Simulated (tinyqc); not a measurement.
Undoped gate-all-around wire MOSFET, analytic charge model: two steps of the calculation.

An undoped round wire of radius R under an insulator shell and a surrounding gate; long channel, electrons only, n = ni exp((psi - V)/Vt) with V the quasi-Fermi potential (0 at the source, Vd at the drain), constant mobility, no quantisation. The radial Poisson equation gives n(r) = n(0)/(1 - (1 - b) r^2/R^2)^2 with b = Q0/(Q + Q0). Q is the electron charge per area of the wire surface.

Values chosen for this exercise; material values close to those of silicon: temperature T = 350 K; band gap Eg = 1.12 eV; relative permittivity of the semiconductor eps_r = 11.6; conduction-band density of states at T Nc = 3.47e19 cm^-3; valence-band density of states at T Nv = 3.38e19 cm^-3; relative permittivity of the gate insulator eox = 8.78; insulator thickness tox = 6.3 nm; wire radius R = 10 nm; gate work function less that of the intrinsic body dphi = 0.24 V; gate voltage Vg = 1.1 V.

Constants: q = 1.602176634e-19 C, kB = 1.380649e-23 J/K, Vt = kB T/q, eps0 = 8.8541878128e-14 F/cm where lengths are in cm. Results are converted to the units shown.

Task 1. Constants of the wire. ni = sqrt(Nc Nv) exp(-Eg/(2 Vt)), Eg in volts; Cox = eps0 eox/(R ln(1 + tox/R)); Q0 = 4 eps0 eps_r Vt/R; V0 = dphi + Vt ln[8 eps0 eps_r Vt/(q ni R^2)].

Give: ni; Cox; Q0; V0.

Result 1.

ni = 2.9579e11 cm^-3
Cox = 1.5911 uF/cm^2
Q0 = 123.91 nC/cm^2
V0 = 0.70658 V

Task 2. Charge at the source by Newton steps in y = ln(Q/Q0). With V = 0 and Q = Q0 exp(y): f = Q/Cox + Vt y + Vt ln(1 + Q/Q0) - (Vg - V0); df/dy = Q/Cox + Vt (1 + Q/(Q + Q0)); y(new) = y - f/(df/dy).

y at the start = 1
Cox = 1.5911369 uF/cm^2
Q0 = 123.91037 nC/cm^2
V0 = 0.70657951 V

Find: Q; f; df/dy; y after iteration 1.

Result 2.

Q = 336.82 nC/cm^2
f = -0.11196 V
df/dy = 0.26390 V
y after iteration 1 = 1.4243

tinyqc, about 0.03 s, one thread, Intel Xeon 2.30GHz (shared host): `OMP_NUM_THREADS=1 python tinyqc.py 2460048 2460049 out.jsonl`
